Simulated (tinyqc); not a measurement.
Born-von Karman spring model of a cubic crystal with one atom per cell: one step, computed by the program tinyqc.

First neighbours lie at a/2 (1,1,1) (8 of them), second at a (1,0,0) (6), with all permutations and signs; the volume per atom is Omega = a^3/2.

Task: Elastic constants from long waves. [ij,kl] = (1/(2 Omega)) sum_R K_ij R_k R_l; C11 = [xx,xx], C44 = [xx,yy], C12 = 2 [xy,xy] - C44; B = (C11 + 2 C12)/3; Zener ratio A = 2 C44/(C11 - C12). K(R) = kL n n^T + kT (1 - n n^T).

Inputs (values chosen for the exercise, for a model crystal): lattice constant a = 4.12 angstrom; radial spring k1L = 2.42 eV/angstrom^2; transverse spring k1T = 0.04 eV/angstrom^2; radial spring k2L = 0.45 eV/angstrom^2; transverse spring k2T = -0.027 eV/angstrom^2.

Lattice: bcc.

Constants: 1 eV/angstrom^3 = 160.2176634 GPa.

Give: C11; C12; C44; bulk modulus B; Zener ratio A.

Result:

C11 = 99.81 GPa

C12 = 60.69 GPa

C44 = 62.71 GPa

bulk modulus B = 73.73 GPa

Zener ratio A = 3.206

C12 - C44 = -2.02 GPa: the Cauchy relation fails because sum_R kT R^2 is not zero; a positive sum gives a negative Cauchy pressure.
